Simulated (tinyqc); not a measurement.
Pair lines: donor-acceptor pair recombination.

h nu = Eg - ED - EA + q/(eps R), q = e^2/(4 pi eps0); shell j lies at R = a_lat sqrt(j/2) for the same sublattice and a_lat sqrt(j/2 - 5/16) for opposite ones (on the same sublattice shells 14, 30, 46, 56, 62, ... are empty, where 2j has the form 4^a (8b + 7)); rate W = W0 exp(-2R/aD) with the donor radius aD = q/(2 eps ED). Polarisation and overlap terms, which matter for close pairs, are left out.

Constants: e^2/(4 pi eps0) = 14.39964547 eV angstrom.

Values chosen for the exercise (near those of impurities in cubic GaN; shifted at random, so the results belong to these values and not to a real crystal):
```
symbol  value                                 unit      meaning
a_lat   4.5                                   angstrom  lattice constant
Eg      3.33                                  eV        gap
ED      23.4                                  meV       donor binding
EA      117.4                                 meV       acceptor binding
eps     9.8                                             dielectric constant
W0      6.4                                   x 1e7/s   rate at zero distance
kind    opposite                                        sublattices of donor and acceptor
shells  (197, 341, 394, 496, 732, 933, 3148)            shell numbers
```

Energy, rate and lifetime for each shell.

Lines:
```
shell  R (angstrom)  Coulomb (meV)  h nu (eV)  step to the next shell (meV)  1/W (microsecond)
197           44.59           33.0     3.2222                         0.084              0.268
394           63.11           23.3     3.2125                         0.030              0.871
496           70.82           20.7     3.2099                         0.021               1.42
732           86.05           17.1     3.2063                         0.012               3.75
933           97.16           15.1     3.2043                        0.0081               7.62
3148         178.51            8.2     3.1974                        0.0013           1.36e+03
```

Give the missing row, shell = 341.

Computed row:
```
shell  R (angstrom)  Coulomb (meV)  h nu (eV)  step to the next shell (meV)  1/W (microsecond)
341           58.71           25.0     3.2142                         0.037              0.658
```

limit for distant pairs = 3.1892 eV
aD = 31.4 angstrom

The lines crowd together, on average as R^-3: the step falls from 0.084 to 0.0013 meV, so distant pairs merge into a band. Close pairs emit higher and 5.07e+03 times faster over this table, so the band shifts to lower energy with delay and to higher energy with stronger pumping. All these lines lie below Eg, and R/aD runs from 1.4 up.

Run: tinyqc, `OMP_NUM_THREADS=1 python tinyqc.py 1251097 1251098 out.jsonl`; Intel(R) Xeon(R) Processor @ 2.30GHz, one thread, shared host; about 0.03 s of CPU time with all checks.
